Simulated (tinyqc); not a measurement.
Smoothing against break-up: capillary instabilities by surface diffusion: grooving and agglomeration of films, edge retraction, wire break-up and smoothing of roughness. Computed by tinyqc, a small Python program. Command: `OMP_NUM_THREADS=1 python tinyqc.py 3015714 3015715 out.jsonl dewet walk`. One thread of a shared host (Intel(R) Xeon(R) Processor @ 2.30GHz), about 0.01 s of CPU time with the checks.

Isotropic surface energy; shapes change by surface diffusion alone.

Inputs (values chosen for the exercise, of the order of those of a nickel silicide film):

| quantity | value | unit |
|---|---|---|
| surface energy gamma_s | 1.57 | J/m^2 |
| grain-boundary energy gamma_b | 0.52 | J/m^2 |
| atomic volume Omega | 12.2 | angstrom^3 |
| surface sites nu | 15 | 1/nm^2 |
| prefactor D0 | 4.9e-05 | m^2/s |
| activation energy Q | 1.89 | eV |
| temperature T | 897 | K |
| film thickness h | 12 | nm |
| grain radius R | 36 | nm |
| wire radius r | 16 | nm |
| initial ripple over radius | 0.02 | - |
| roughness wavelength lambda | 26 | nm |

Grooves: at the surface only.

Constants: k_B = 8.617333262e-05 eV/K; k_B = 1.380649e-23 J/K.

Method:
- Groove angle beta: sin(beta) = gamma_b/(2 gamma). For circular grains of radius R with spherical caps the groove ends (measured from the mean surface) at the depth R g(beta), g = (2 - 3 cos beta + cos^3 beta)/(3 sin^3 beta). The film parts if R g(beta_s) > h.
- B = D_s nu gamma_s Omega^2/(k_B T), D_s = D0 exp(-Q/(k_B T)).
- A wire with r + A cos(k z) has dA/dt = (B/r^4) (kr)^2 [1 - (kr)^2] A: unstable for wavelengths above 2 pi r, fastest at kr = 1/sqrt 2 with the rate B/(4 r^4); break-up time about (4 r^4/B) ln(r/A0); each wavelength makes a sphere of radius (3 r^2 lambda_m/4)^(1/3).
- Roughness of wavelength lambda on a flat face decays as exp[-B (2 pi/lambda)^4 t]; the smoothing time is that for a factor e^3.

beta_s = 9.53239 degrees

Times (s); the last column is (h/(0.780 tan beta_s))^4/B:

| T (K) | B (nm^4/s) | smoothing | wire break-up | groove to depth h |
|---|---|---|---|---|
| 762 | 5.1598e+00 | 1.7048e+02 | 1.9875e+05 | 1.3654e+07 |
| 807 | 2.4252e+01 | 3.6270e+01 | 4.2285e+04 | 2.9050e+06 |
| 852 | 9.6515e+01 | 9.1138e+00 | 1.0625e+04 | 7.2997e+05 |
| 897 | 3.3350e+02 | 2.6375e+00 | 3.0750e+03 | 2.1125e+05 |
| 942 | 1.0212e+03 | 8.6135e-01 | 1.0042e+03 | 6.8989e+04 |
| 987 | 2.8175e+03 | 3.1220e-01 | 3.6398e+02 | 2.5005e+04 |
| 1076 | 1.6241e+04 | 5.4160e-02 | 6.3144e+01 | 4.3380e+03 |

What follows from these numbers?

All times share 1/B, so their ratios do not depend on T: break-up over smoothing is 1200. An anneal can smooth this roughness well before the wire breaks. Smoothing is safe for lambda well below 2 pi r, above which a ripple along the wire grows instead. B spans 3.5 decades over these rows.
